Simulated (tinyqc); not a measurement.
Worked calculation: Hubbard chain of 4 sites. Computed by tinyqc, a small Python program that keeps every step. Settings: hopping = 1.74, U = 3.6, mixing = 0.5, iteration cap = 57. Command: `OMP_NUM_THREADS=1 python tinyqc.py 31590 31591 out.jsonl` (the two numbers bound the seeds that draw the settings). One thread of a shared host (Intel(R) Xeon(R) Processor @ 2.60GHz), about 0.2 s of CPU time with the checks.

one-body matrix (hopping and site energies) (eV):
```
           1          2          3          4
1  -0.630000  -1.740000   0.000000   0.000000
2  -1.740000   0.420000  -1.740000   0.000000
3   0.000000  -1.740000   0.820000  -1.740000
4   0.000000   0.000000  -1.740000   0.190000
```

U = 3.600000 eV

electrons, up and down: 2  2

n(up) at the start (a guess, not normalised): 1 0.550000, 2 0.450000, 3 0.550000, 4 0.450000

n(down) at the start (a guess): 1 0.450000, 2 0.550000, 3 0.450000, 4 0.550000

Each step fills the lowest levels of T + U n(other spin) and sets n(new) = n + mixing (n(out) - n); stop when output and input agree to 1e-8.

Course of the cycle:
```
iteration       E (eV)  largest |n(out) - n(in)|  mean |n_up - n_down|
1          -3.44173207                  1.62e-01              0.103270
2          -3.50076586                  2.91e-02              0.113966
3          -3.50296809                  1.56e-02              0.122658
4          -3.50422932                  1.35e-02              0.131813
5          -3.50558085                  1.32e-02              0.141483
6          -3.50706165                  1.33e-02              0.151643
7          -3.50867471                  1.35e-02              0.162248
8          -3.51041437                  1.40e-02              0.173242
9          -3.51226843                  1.43e-02              0.184560
10         -3.51421860                  1.46e-02              0.196128
11         -3.51624090                  1.49e-02              0.207860
...                ...                       ...                   ...
47         -3.53965981                  6.07e-04              0.387901
48         -3.53966204                  5.31e-04              0.388251
49         -3.53966374                  4.64e-04              0.388557
50         -3.53966504                  4.05e-04              0.388824
51         -3.53966603                  3.54e-04              0.389057
52         -3.53966678                  3.09e-04              0.389261
53         -3.53966736                  2.70e-04              0.389438
54         -3.53966779                  2.36e-04              0.389593
55         -3.53966813                  2.06e-04              0.389729
56         -3.53966838                  1.80e-04              0.389846
57         -3.53966857                  1.57e-04              0.389949
```

Can the last value be used, and what does the course show?

Not by the stop rule, although the second column moves by less than 1e-06 over the last three steps. Not converged within 57 iterations: the residual falls steadily but slowly, by a factor of about 0.87 a step. The lowest mean-field energy found from random starts is -3.53967 eV. Reruns (cap 100 unless said): mixing 0.2: not converged; mixing 0.9: converged in 69 (E = -3.53967); the original settings with a cap of 400: converged in 128 (E = -3.53967).
